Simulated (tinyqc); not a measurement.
# Solid solubility of a dopant against its melt (retrograde solidus), clustering and the electrically active fraction, step by step

A worked calculation. Computed by tinyqc, a small Python program that keeps every step. Command: `OMP_NUM_THREADS=1 python tinyqc.py 3005194 3005195 out.jsonl retro walk`. One thread of a shared host (Intel(R) Xeon(R) Processor @ 2.30GHz), about 0.01 s of CPU time with the checks. Intermediate numbers are printed to about 6 digits and carried at full precision; extremes and crossings named in words are read from the listed rows.

Inputs (values chosen for the exercise, of the order of those of gallium in silicon for the solubility):

| quantity | value | unit |
|---|---|---|
| melting point of the host T_m | 1687 | K |
| heat of melting of the host H_f | 50.2 | kJ/mol |
| interaction L of the melt | 3.6 | kJ/mol |
| enthalpy of transfer from melt to solid H | 0.662 | eV |
| entropy of transfer S | -0.67 | k_B |
| site density N0 | 5e+22 | 1/cm^3 |
| temperature T | 1000 | K |
| total dopant density N_t | 1.6e+21 | 1/cm^3 |
| atoms per cluster m | 3 | - |
| cluster scale N* at 1273 K | 4.3e+20 | 1/cm^3 |
| activation energy E_b of the cluster scale | 0.55 | eV |
| anneal temperature T_a | 1050 | K |
| prefactor of n_i | 3.97e+16 | 1/(cm^3 K^1.5) |
| energy E_i in n_i | 0.604 | eV |
| mobility mu | 55 | cm^2/(V s) |

Clustering: clusters that take up free electrons.

Constants: R = 8.314462618 J/(mol K); k_B = 8.617333262e-05 eV/K; e = 1.602176634e-19 C; N_A = 6.02214076e+23 1/mol.

## Liquidus and solidus at T

x_l and x_s are atom fractions of the dopant in melt and solid; the solid is dilute. Liquidus of the host: R T ln(1 - x_l) + L x_l^2 = -H_f (1 - T/T_m). Distribution: k = x_s/x_l = exp[L (1 - x_l)^2/(R T)] exp(S/k_B - H/(k_B T)), the first factor being the activity coefficient in the melt. Solubility = x_s N0; at T_m x_l = 0.

x_l = 0.941733

distribution coefficient k = 2.36226e-04

x_s = 2.22462e-04

solubility = 1.11231e+19 1/cm^3

k at the melting point = 0.00696330

k has changed by a factor 0.034 from its value at T_m, while x_l has grown from 0 to 0.942.

## The retrograde maximum

The largest x_s N0 between 900 K and T_m. For an ideal melt with constant heats the maximum has x_l = H_f/(H + H_f), H in the same units.

temperature of the maximum = 1467.68 K

largest solubility = 6.68357e+19 1/cm^3

x_l there = 0.447872

ideal-melt value H_f/(H + H_f) = 0.440068

The maximum lies 219 K below T_m: above it the melt runs out of dopant, below it k falls as exp(-H/(k_B T)).

## The solidus

The formulas are those given above.

Against temperature:

| T (K) | x_l | k | solubility (1/cm^3) | over the maximum |
|---|---|---|---|---|
| 1000 | 0.941733 | 0.00023623 | 1.11231e+19 | 0.166425 |
| 1100 | 0.891698 | 0.00047643 | 2.12415e+19 | 0.317817 |
| 1200 | 0.815976 | 0.00085912 | 3.50509e+19 | 0.524434 |
| 1300 | 0.708465 | 0.00142859 | 5.06052e+19 | 0.757157 |
| 1400 | 0.565000 | 0.00224566 | 6.34398e+19 | 0.949191 |
| 1500 | 0.387011 | 0.00340334 | 6.58565e+19 | 0.985350 |
| 1580 | 0.226158 | 0.00466325 | 5.27315e+19 | 0.788972 |
| 1640 | 0.099855 | 0.00585568 | 2.92360e+19 | 0.437431 |
| 1675 | 0.025478 | 0.00666496 | 8.49042e+18 | 0.127034 |

Between the first rows the Arrhenius energy of the solubility is 0.61 eV, against H = 0.662 eV; it shrinks to zero at 1468 K and turns negative beyond. A crystal saturated at the maximum precipitates dopant-rich liquid on cooling and on heating alike. Below a eutectic or compound temperature another phase would set the limit.

## Active fraction after the anneal

A highly soluble donor (another dopant than that of the solidus) is limited by clustering. Donors N_a are active, and clusters hold m atoms each: N_t = N_a + m C, m C = N* (N_a/N*)^m (n/N*)^m, each atom taking one electron, n = N_a/2 + sqrt(N_a^2/4 + n_i^2), n_i = prefactor x T^1.5 exp(-E_i/(k_B T)), with N*(T) = N*(1273 K) exp[-(E_b/k_B)(1/T - 1/1273)]. Resistivity = 1/(e mu N_a).

N*(T_a) = 1.48259e+20 1/cm^3

active density N_a = 2.15149e+20 1/cm^3

active fraction = 0.134468

resistivity = 0.527458 milliohm cm

Doubling the dose would raise N_a by only 13 %. Caution: this clustering law is a generic form; degeneracy and a doping-dependent mobility are left out.

## Active against total

A highly soluble donor (another dopant than that of the solidus) is limited by clustering. Donors N_a are active, and clusters hold m atoms each: N_t = N_a + m C, m C = N* (N_a/N*)^m (n/N*)^m, each atom taking one electron, n = N_a/2 + sqrt(N_a^2/4 + n_i^2), n_i = prefactor x T^1.5 exp(-E_i/(k_B T)), with N*(T) = N*(1273 K) exp[-(E_b/k_B)(1/T - 1/1273)].

Active density (1/cm^3):

| N_t (1/cm^3) | N_a at T_a | fraction | N_a at T_a + 150 K | N_a at T_a - 150 K |
|---|---|---|---|---|
| 1.00e+19 | 9.99998e+18 | 0.999998 | 1.00000e+19 | 9.99778e+18 |
| 3.00e+19 | 2.99897e+19 | 0.999658 | 2.99998e+19 | 2.87500e+19 |
| 1.00e+20 | 9.16941e+19 | 0.916941 | 9.96910e+19 | 5.26849e+19 |
| 2.00e+20 | 1.30622e+20 | 0.653112 | 1.86725e+20 | 6.29062e+19 |
| 5.00e+20 | 1.69448e+20 | 0.338896 | 2.94773e+20 | 7.59334e+19 |
| 1.00e+21 | 1.96487e+20 | 0.196487 | 3.56625e+20 | 8.62971e+19 |
| 2.00e+21 | 2.24252e+20 | 0.112126 | 4.14482e+20 | 9.75177e+19 |
| 5.00e+21 | 2.64085e+20 | 0.052817 | 4.93320e+20 | 1.14118e+20 |

The exponent d ln N_a/d ln N_t falls from 1.00 to 0.18, towards 1/(2m) = 0.167. At the highest dose a 150 K hotter anneal gives 1.87 times the active density, and a later step 150 K cooler would cut it to 0.43 if it ran to equilibrium: short hot anneals come last.

Checks made by the program: the ideal-melt maximum (relative difference 3e-08).
